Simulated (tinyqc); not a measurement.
Peak gain against injection: optical gain and spontaneous emission in a bulk direct-gap semiconductor.

Parabolic bands, vertical transitions, no excitons. For each hole band j: mr = me mj/(me + mj); joint density of states J_j(E) = (mr/c)^(3/2) sqrt(E - Eg)/(2 pi^2), both spins, c = hbar^2/2m0; averaged matrix element |e.p|^2 = m0 Ep/6; alpha_j(E) = 4 pi^2 alpha_f c Ep J_j/(3 nr E) in 1/angstrom (alpha_f the fine-structure constant, listed as alpha among the constants), times 1e8 for 1/cm.

F_j(eta) = (1/Gamma(j + 1)) integral_0^infinity x^j dx/(1 + exp(x - eta)), which tends to exp(eta) for eta << 0.

Quasi-Fermi levels: n = Nc F_1/2(Fc/kT) and p = Nv F_1/2(Fv/kT), Fc counted up from the conduction edge and Fv down from the valence edge; Nc, Nv from N = 2 (m kB T/(4 pi c))^(3/2) with c = hbar^2/2m0, in 1/angstrom^3; times 1e24 for 1/cm^3, with me and (mhh^(3/2) + mlh^(3/2))^(2/3).

For band j the electron sits at Ee = (E - Eg) mr/me above its edge and the hole at Eh = (E - Eg) mr/mj; fe = 1/(1 + exp((Ee - Fc)/kT)), fh = 1/(1 + exp((Eh - Fv)/kT)); gain g = sum_j alpha_j (fe + fh - 1).

Spontaneous rate: R = integral of (nr E/(hbar c))^2/(pi^2 hbar) sum_j alpha_j fe fh dE, with alpha in 1/cm and (nr E/(hbar c))^2 in 1/cm^2 (1e16 per 1/angstrom^2); B = R/(n p); lifetime n/R.

Constants: hbar^2/2m0 = 3.80998211 eV angstrom^2; fine-structure constant alpha = 0.007297352564; kB = 8.617333262e-05 eV/K; hbar = 6.58211957e-16 eV s; hbar c = 1973.269805 eV angstrom.

Values chosen for the exercise (near those of GaAs; shifted at random, so the results belong to these values and not to a real crystal): Eg = 1.429 eV (direct gap); me = 0.0659 m0 (electron mass); mhh = 0.51 m0 (heavy-hole mass); mlh = 0.0839 m0 (light-hole mass); Ep = 25.6 eV (Kane energy); nr = 3.66 (refractive index); T = 350 K.

The peak is the largest g over E; a dash marks no gain.

Gain:

| n (1/cm^3) | Fc (eV) | Fv (eV) | peak gain (1/cm) | peak E - Eg (eV) | B (cm^3/s) |
|---|---|---|---|---|---|
| 7.7e+17 | 0.0260 | -0.0829 | - | - | 1.81e-10 |
| 1.2e+18 | 0.0476 | -0.0691 | - | - | 1.71e-10 |
| 1.8e+18 | 0.0709 | -0.0564 | 58 | 0.0051 | 1.59e-10 |
| 2.2e+18 | 0.0843 | -0.0500 | 201 | 0.0125 | 1.53e-10 |
| 2.8e+18 | 0.1022 | -0.0422 | 444 | 0.0230 | 1.44e-10 |
| 3.5e+18 | 0.1211 | -0.0348 | 727 | 0.0343 | 1.35e-10 |
| 4.6e+18 | 0.1478 | -0.0257 | 1138 | 0.0502 | 1.23e-10 |
| 6.1e+18 | 0.1805 | -0.0159 | 1632 | 0.0687 | 1.11e-10 |

transparency density (Fc + Fv = 0) = 1.54e+18 1/cm^3

Gain starts at 1.54e+18 1/cm^3, where Fc = -Fv = 0.0614 eV: with Nv/Nc = 23 the electrons must be degenerate before the holes are. The slope of peak gain against n is 3.59e-16 cm^2 between the first two rows with gain and 3.29e-16 between the last two; the peak moves from 0.0051 to 0.0687 eV above the gap as the bands fill, and B falls by a factor 1.64. Line broadening and gap shrinkage are left out.

(tinyqc, `OMP_NUM_THREADS=1 python tinyqc.py 1681522 1681523 out.jsonl`, Intel(R) Xeon(R) Processor @ 2.30GHz, 1 thread, shared host, about 0.08 s.)
